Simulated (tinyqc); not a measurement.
Mobility of a non-polar semiconductor in the relaxation-time approximation: one step, computed by the program tinyqc.

Each valley is treated as a sphere of mass m_d for states and rates, with one isotropic relaxation time; the conductivity mass m_c sets the current.

Question. Rates at a few energies. Parabolic band: E = hbar^2 k^2/(2 m), speed v = hbar k/m, states per spin, volume and energy g(E) = m k/(2 pi^2 hbar^2). Here m = m_d. Masses are multiplied by m_0 and all formulas are in SI units. Phonon occupation N_q = 1/(exp(hbar w/(k_B T)) - 1). Acoustic deformation potential (elastic, equipartition, absorption and emission together): 1/tau = 2 pi k_B T D_A^2 g(E)/(hbar rho v_l^2). Optical or intervalley deformation potential: 1/tau = (pi Z_f D_o^2/(rho w)) [N_q g(E + hbar w) + (N_q + 1) g(E - hbar w)], with g = 0 below the band edge. Each optical term is multiplied by (1 - f(E'))/(1 - f(E)), E' the final energy, for Pauli blocking. Singly charged impurities, momentum relaxation: 1/tau = N_I e^4 m (1 + 2 alpha E) Phi/(8 pi (eps_s eps_0)^2 hbar^3 k^3), with alpha = 0 for a parabolic band. Conwell-Weisskopf: Phi = ln(1 + y^2), y = 4 pi eps_s eps_0 E N_I^(-1/3)/e^2 (largest impact parameter N_I^(-1/3)/2).

Inputs (values chosen for the exercise, modelled on electrons in silicon):

| quantity | value | unit |
|---|---|---|
| static permittivity eps_s | 11.7 | - |
| density rho | 2329 | kg/m^3 |
| sound velocity v_l | 9160 | m/s |
| acoustic deformation potential D_A | 9.4 | eV |
| phonon energy hbar w | 57 | meV |
| optical or intervalley deformation potential D_o | 5.6 | 1e8 eV/cm |
| final valleys Z_f | 5 | - |
| temperature T | 500 | K |

Band: parabolic. Impurity formula: Conwell-Weisskopf. Further scattering: none.

reduced Fermi level eta = -7.026740

density-of-states mass m_d = 0.3198000 m_0

ionised impurity density N_I = 5.20e+16 1/cm^3

Constants: k_B = 8.617333262e-05 eV/K; k_B = 1.380649e-23 J/K; e = 1.602176634e-19 C; hbar = 1.054571817e-34 J s; m_0 = 9.1093837015e-31 kg; hbar = 6.582119569e-16 eV s; eps_0 = 8.8541878128e-12 F/m.

Give: Rates (1e12/s) at E = (max(eta, 0) + 0.5, 1, 2, 4) k_B T.

Answer.

Rates (1e12/s) at E = (max(eta, 0) + 0.5, 1, 2, 4) k_B T:

| E (meV) | acoustic | optical | ionised impurity |
|---|---|---|---|
| 21.5 | 2.694 | 2.45 | 1.287 |
| 43.1 | 3.810 | 2.77 | 0.651 |
| 86.2 | 5.388 | 8.92 | 0.301 |
| 172.3 | 7.620 | 15.35 | 0.131 |
